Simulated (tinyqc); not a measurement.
Nanosheet or nanowire with hard walls, valleys of the Si type: sweeps and comparisons. A value that a table varies takes the place of the one given here.

Six ellipsoidal valleys along the cube axes: inverse mass tensor w = 1/mt + (1/ml - 1/mt) a a^T with a the unit axis. Device axes: x along the channel, z = [001], y = z x x.

Hard walls around a W x H rectangle. The block w_c of w in (y, z) confines; the transport mass follows from 1/m_x = w_xx - w_xc w_c^-1 w_cx. The cross-section problem c (w_yy ky^2 + 2 w_yz ky kz + w_zz kz^2), c = hbar^2/2m0, is solved in products sin(n pi y/W) sin(l pi z/H), n, l = 1 to 12; if w_yz = 0 the levels are c pi^2 (w_yy n^2/W^2 + w_zz l^2/H^2). The w_yz term couples (n, l) to (n', l') by -2 c w_yz D_nn'(W) D_ll'(H) with D_nm(L) = 4 n m/(L (n^2 - m^2)) for n + m odd and 0 otherwise.

Without degeneracy the line density is N1 exp((EF - Ec)/kB T) with N1 = sum 2 g sqrt(m_x kB T/(4 pi c)) exp(-E/kB T), here over n, l up to 80 where w_yz = 0 and over all levels of a 12 x 12 sine basis otherwise; the classical value is W H Nc with Nc = 2 g_all (m_dos kB T/(4 pi c))^(3/2), m_dos = (ml mt^2)^(1/3); dVt = kB T ln(W H Nc/N1).

Constants: hbar^2/2m0 = 3.80998211 eV angstrom^2; kB = 8.617333262e-05 eV/K.

Inputs chosen for the exercise (near those of Si; the results hold for these values, not for the real material):
```
symbol   value                            unit      meaning
ml       0.916                            m0        longitudinal mass
mt       0.187                            m0        transverse mass
T        350                              K         temperature
g_all    6                                          number of valleys
channel  110                                        transport direction x on a (001) wafer
H        60                               angstrom  height, along z = [001]
Ws       (25, 35, 50, 75, 110, 170, 260)  angstrom  widths
W        80                               angstrom  width, along y
```

## From wire to sheet

Valleys:
```
group  valleys g     w_yy     w_zz   |w_yz|  m_x (m0)
A              2  5.34759  1.09170  0.00000   0.18700
B              4  3.21965  5.34759  0.00000   0.55150
```

Lowest level of each group (groups ordered by w_zz, then w_yy) and dVt against the width.

Results:
```
W (angstrom)  A1 (eV)  B1 (eV)  dVt (mV)
25             0.3331   0.2496     216.3
35             0.1756   0.1547     126.8
50             0.0918   0.1043      78.3
75             0.0472   0.0774      53.7
110            0.0280   0.0659      43.6
170            0.0184   0.0600      37.7
260            0.0144   0.0576      34.5
```

dVt falls from 216 to 35 mV. The lowest group changes from B to A between W = 35 and 50 angstrom (H = 60). At the widest W the lowest level is 0.0144 eV; the film limit c pi^2 w_zz/H^2 of that group is 0.0114 eV.

## Channel direction

The same rectangle along [100] and [110]; groups ordered by w_zz, then w_yy.

Lowest level of each group:
```
channel, group  valleys g   w_yy   w_zz  |w_yz|  m_x (m0)  E (eV)
[100] A                 2  5.348  1.092   0.000     0.187  0.0428
[100] B                 2  1.092  5.348   0.000     0.187  0.0623
[100] C                 2  5.348  5.348   0.000     0.916  0.0873
[110] A                 2  5.348  1.092   0.000     0.187  0.0428
[110] B                 4  3.220  5.348   0.000     0.551  0.0748
```

The lowest subband has m_x = 0.187 m0 and 2 valleys along [100], and 0.187 m0 and 2 valleys along [110]; its edge lies at 0.0428 and 0.0428 eV. These valleys have their axis along z, so turning the channel in the wafer plane leaves them alone; only the higher groups change.

## What each parameter does

E1 and E2 are the two lowest subband edges over all groups. Each row changes one parameter from the base and keeps the others.

Results:
```
case             E1 (eV)  E2 - E1 (meV)  m_x of lowest (m0)  dVt (mV)
base              0.0428           32.0               0.187      51.5
W = 95 angstrom   0.0337           34.2               0.187      46.7
H = 68 angstrom   0.0403           22.1               0.187      46.0
T = 400 K         0.0428           32.0               0.187      53.0
ml = 1.008 m0     0.0418           31.1               0.187      51.0
mt = 0.206 m0     0.0399           28.2               0.206      48.2
```

The largest shifts from the base row, up to three for each result and ties (the steps differ in size, so this ranks the rows, not the parameters). E1 (eV): W -0.0091, mt -0.0029, H -0.0025; unchanged at the printed digits by T. E2 - E1 (meV): H -9.8, mt -3.7, W +2.3; unchanged at the printed digits by T. m_x of lowest (m0): mt +0.019; unchanged at the printed digits by W, H, T and ml. dVt (mV): H -5.5, W -4.8, mt -3.3.

Run: tinyqc, `OMP_NUM_THREADS=1 python tinyqc.py 1250569 1250570 out.jsonl`; Intel(R) Xeon(R) Processor @ 2.30GHz, one thread, shared host; about 0.04 s of CPU time with all checks.
